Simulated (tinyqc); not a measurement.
Worked calculation: tight binding, honeycomb lattice. One step of it, computed by the program tinyqc.

Task: Levels at k. Diagonalise the Hermitian matrix.

H(k) at k (eV):
```
                     A                    B
A             0.000000  -2.163360+0.180592i
B  -2.163360-0.180592i             0.000000
```

Give: eigenvalues; weights |c|^2 of the basis functions.

Result:

eigenvalues (eV): -2.171  2.171

weights |c|^2 of the basis functions:
```
   band 1  band 2
A   0.500   0.500
B   0.500   0.500
```
